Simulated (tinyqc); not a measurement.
# Changing the pH

Model: potential-pH (Pourbaix) lines of a metal, its cation, its oxide and an oxyanion, with a complexing ligand. Computed by tinyqc, a small Python program. Command: `OMP_NUM_THREADS=1 python tinyqc.py 3005130 3005131 out.jsonl pourb sweep`. One thread of a shared host (Intel(R) Xeon(R) Processor @ 2.30GHz), about 0.01 s of CPU time with the checks.

Potentials are against the standard hydrogen electrode; solids and water have unit activity; dG_f of M, H+ and the electron is zero; F = e N_A and s = R T ln(10)/F. The cation carries z = 2.

Inputs (values chosen for the exercise, modelled on cobalt):
```
quantity                                      value      unit
dG_f of the cation                           -53.75    kJ/mol
dG_f of the oxide                           -216.03    kJ/mol
dG_f of the oxyanion                         -269.7    kJ/mol
dG_f of water                               -237.14    kJ/mol
temperature T                                298.15         K
log10 of the dissolved activity a                -5         -
potential E                                    0.66         V
log10 of the stability constant beta of ML      6.5         -
pKa of HL                                        10         -
total ligand c_L                             0.0093     mol/L
limiting current density i_L                4.9e-05    A/cm^2
molar volume V_m                               6.67  cm^3/mol
```

Species: M, M2+, MO, MO2(2-).

exchange current densities, metal and cathodic (A/cm^2): 3.1e-05  3.7e-12

Tafel slopes, anodic and cathodic (mV/decade): 85  105

Constants: R = 8.314462618 J/(mol K); e = 1.602176634e-19 C; N_A = 6.02214076e+23 1/mol.

Method:
- M2+ + 2e = M; MO + 2H+ + 2e = M + H2O; MO2(2-) + 4H+ + 2e = M + 2H2O. For each, E0 = -dG/(z F), and E = E0 + (s/z) log10 a - (s n_H/z) pH, with no activity term for the oxide.
- The metal is stable below the lowest of the three lines; above it, the species of the lowest line is stable. Water lines at 1 bar: hydrogen E = -s pH, oxygen E = -dG_f(water)/(2F) - s pH.
- The free ligand is c_L/(1 + 10^(pKa - pH)) (ligand in excess); dissolved metal is a in all, so the free cation is a/alpha, alpha = 1 + beta [L]; the cation line drops by (s/z) log10 alpha.
- Anodic i = i0a 10^((E - E_a)/b_a) with E_a the cation line with ligand; cathodic i = i0c 10^((E_c - E)/b_c) with E_c the oxygen line; supply caps the cathodic current, 1/i_c = 1/i(Tafel) + 1/i_L. E_corr makes the two currents equal. Without the cap it would be [b_c E_a + b_a E_c + b_a b_c log10(i0c/i0a)]/(b_a + b_c). Rate = i V_m/(z F). Films are left out.

One run for each value; columns: (1) pH; (2) upper limit of immunity (V); (3) cation line with ligand (V); (4) corrosion potential E_corr (V); (5) etch rate (nm/min); (6) log10 alpha:
```
(1)       (2)      (3)      (4)    (5)        (6)
1.0   -0.4264  -0.4264  -0.4095  1.016  1.277e-05
2.5   -0.4264  -0.4265  -0.4095  1.016  4.037e-04
4.0   -0.4264  -0.4268  -0.4099  1.016  1.259e-02
5.5   -0.4264  -0.4349  -0.4180  1.016  2.856e-01
7.0   -0.4264  -0.4703  -0.4534  1.016  1.483e+00
8.5   -0.4264  -0.5139  -0.4970  1.016  2.955e+00
10.0  -0.4822  -0.5497  -0.5328  1.016  4.167e+00
11.5  -0.5709  -0.5582  -0.5413  1.016  4.455e+00
13.0  -0.6597  -0.5586  -0.5418  1.012  4.468e+00
```

What does the table show?

Over the rows, upper limit of immunity (V) falls from -0.426 to -0.660, flat over part of the range; cation line with ligand (V) falls from -0.426 to -0.559; corrosion potential E_corr (V) falls from -0.410 to -0.542.

Caution (all rows): other oxidation states, hydroxides and hydrides are left out, and the lines say nothing of rates. Caution (rows 1.00, 2.50, 4.00, 5.50, 7.00): E_corr lies below the hydrogen line, so hydrogen evolution, left out here, adds cathodic current. Caution (all rows): so near the reversible potential the back reaction matters and the Tafel form fails. Caution (rows 11.5, 13.0): at this pH the oxide, not the cation, is the stable product, and a film would cut the rate.
